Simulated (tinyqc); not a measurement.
# Worked calculation: signal and retention of a DRAM cell

Computed by the program tinyqc: `OMP_NUM_THREADS=1 python tinyqc.py 2130081 2130082 out.jsonl`, one thread of a shared Intel Xeon 2.30GHz, about 0.01 s for the whole run. Printed values are rounded.

A stored one starts at Vd and leaks: Cs dV/dt = -I(V), I = a sqrt((V + Vb)/(Vd + Vb)) + b, with a = Ig exp[-(Eg1 q/kB)(1/T - 1/T0)] (generation in a depletion layer) and b = Is exp[-(Es q/kB)(1/T - 1/T0)]. The bit line is precharged to Vd/2, and charge sharing gives the signal (V - Vd/2) Cs/(Cs + Cb).

Parameters, values chosen for the exercise: array voltage Vd = 1.4 V; cell capacitance Cs = 13 fF; bit-line capacitance Cb = 54 fF; smallest signal that the sense amplifier resolves dm = 41 mV; built-in plus back-bias voltage of the storage junction Vb = 1.66 V; junction leakage at V = Vd and T0 Ig = 0.38 fA; voltage-independent leakage at T0 Is = 1.3 fA; activation energy of Is Es = 0.45 eV; reference temperature T0 = 358 K; temperature T = 328 K; deviation of ln(retention time) over the cells sg = 0.84; cells Nc = 1.07e9; refresh interval tr = 64 ms; activation energy of Ig Eg1 = 0.51 eV.

Constants: q = 1.602176634e-19 C, kB = 1.380649e-23 J/K. Results are converted to the units shown.

Range of the model: Real arrays also hold a tail of unusually leaky cells and cells whose retention varies in time, which this model lacks.

## Signal and margin

The cell fails below Vc = Vd/2 + dm (Cs + Cb)/Cs.

transfer ratio = 0.194030
signal of a fresh one = 135.821 mV
Vc = 0.911308 V
charge that may be lost = 6.353 fC
the same in electrons = 39652.3

## Retention time

With s = sqrt((Vc + Vb)/(Vd + Vb)), the time from Vd to Vc is t = [2 Cs (Vd + Vb)/a] [1 - s - (b/a) ln((a + b)/(a s + b))].

a = 0.0837752 fA
b = 0.342397 fA
retention time = 15.0287 s
estimate with the current held at a + b = 14.9071 s

The constant-current estimate is 0.81 % below the true time, since the junction leaks less as V falls.

## Failing cells

This time is the median of a log-normal spread: failing cells = Nc erfc(z/sqrt 2)/2, z = ln(t/tr)/sg. One failure is expected at the interval where that count equals 1.

z = 6.49862
failing cells = 0.0433684
interval for one failure = 96.5768 ms

The weakest cell of the array lies about 6.01 deviations out, a factor of 156 below the median; the chosen interval is shorter than that time.
